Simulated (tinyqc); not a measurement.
Correlation length: interface roughness in a thin film (subband fluctuation and scattering).

Square well of width t, barriers V0, c = hbar^2/2m0: E1 solves k t + 2 atan[(k/mz)/(kappa/mb)] = pi, k = sqrt(mz E/c), kappa = sqrt(mb (V0 - E)/c). One interface is rough, so the subband edge fluctuates by G dt with G = |dE1/dt| (central difference of 0.01 angstrom; 2 E1/t for hard walls).

Gaussian roughness spectrum S(q) = pi D^2 Lc^2 exp(-q^2 Lc^2/4). Degenerate gas, taken to fill one subband (the second starts to fill once c kF^2/md exceeds E2 - E1, which is not tested here): kF = sqrt(2 pi Ns/gv), q = 2 kF sin(theta/2), 1/tau = (md/(2 pi c hbar)) G^2 times the integral from 0 to pi of S(q)(1 - cos theta)/eps(q)^2 dtheta, eps(q) = 1 + qs/q with screening (qs = gv md q0/(c eps), q0 = e^2/(4 pi eps0), form factors left out, which overstates the screening; other scattering is left out too, so these values lie far above measured mobilities in all but the thinnest films) or 1 without; mobility = tau c2/md with c2 = e/m0 = 1.75882e15 cm^2/(V s^2); 1e12/cm^2 = 1e-4/angstrom^2.

Constants: hbar^2/2m0 = 3.80998211 eV angstrom^2; hbar = 6.58211957e-16 eV s; e^2/(4 pi eps0) = 14.39964547 eV angstrom.

Inputs chosen for the exercise (near those of a thin Si channel on (100), two-fold valleys; shifted at random, so the results belong to these values and not to a real crystal):
```
symbol  value                       unit         meaning
t       26                          angstrom     film thickness
mz      0.932                       m0           confinement mass
V0      3.28                        eV           barrier
mb      0.46                        m0           barrier mass
md      0.193                       m0           mass in the plane
gv      2                                        valleys
D       2                           angstrom     rms height of the roughness
Ns      1.4                         x 1e12/cm^2  sheet density
eps     8                                        mean dielectric constant at the channel
Ll      (4, 8, 14, 22, 35, 55, 90)  angstrom     correlation lengths
```

Fixed D; bare and screened mobility.

Results:
```
Lc (angstrom)  kF Lc  bare mobility (cm^2/(V s))  screened mobility (cm^2/(V s))
4               0.08                    8.01e+04                        2.94e+06
8               0.17                    2.03e+04                        7.49e+05
14              0.29                    6.94e+03                        2.56e+05
22              0.46                    3.08e+03                        1.15e+05
35              0.73                    1.54e+03                        5.93e+04
55              1.15                    1.07e+03                        4.47e+04
90              1.89                    1.39e+03                        7.94e+04
```

What can be read from this table?

The bare mobility is lowest at Lc = 55 angstrom of those listed (kF Lc = 1.15). The screened mobility is lowest at Lc = 55 angstrom of those listed (kF Lc = 1.15). Short roughness averages out (mobility as 1/Lc^2; the first two rows give exponent -1.98), and long roughness deflects only by small angles (bare mobility rising as Lc; the last two rows give 0.52).

tinyqc: `OMP_NUM_THREADS=1 python tinyqc.py 1250847 1250848 out.jsonl`; about 0.01 s, one thread, shared Intel(R) Xeon(R) Processor @ 2.30GHz.
